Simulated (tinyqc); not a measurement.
The basis set: RHF and MP2 along a ladder of basis sets, for H3+, spin multiplicity 1. Computed by the program tinyqc with PySCF. 

Geometry (angstrom):
```
atom,x,y,z
H,0.0000,0.0000,0.0000
H,0.0000,0.0000,0.8320
H,0.0000,0.0000,-0.8320
```

Same geometry throughout; the dipole is taken about the origin.

RHF and frozen-core MP2 in a ladder of bases:
```
basis,functions,E(RHF) (hartree),E(MP2 corr) (hartree),HOMO (eV),LUMO (eV),dipole (debye)
sto-3g,3,-1.20512,-0.01918,-29.716,-8.746,0.000
3-21g,6,-1.21666,-0.02365,-29.537,-9.543,0.000
6-31g,6,-1.21947,-0.02391,-29.573,-9.597,0.000
6-31g**,15,-1.22332,-0.03389,-29.566,-9.604,0.000
cc-pvdz,15,-1.22216,-0.03375,-29.513,-9.586,0.000
aug-cc-pvdz,27,-1.22231,-0.03443,-29.513,-9.597,0.000
cc-pvtz,42,-1.22660,-0.03839,-29.551,-9.604,0.000
```

From cc-pVDZ to cc-pVTZ the RHF energy falls by 4.4 mhartree and the correlation energy by 4.6. If valence correlation converges as X^-3, (27 E(T) - 8 E(D))/19 gives -0.0403 hartree, a rough estimate from such small X that usually falls short; STO-3G holds about 48 % of it. Beyond STO-3G the LUMO moves by 0.1 eV and the HOMO by 0.1 eV.
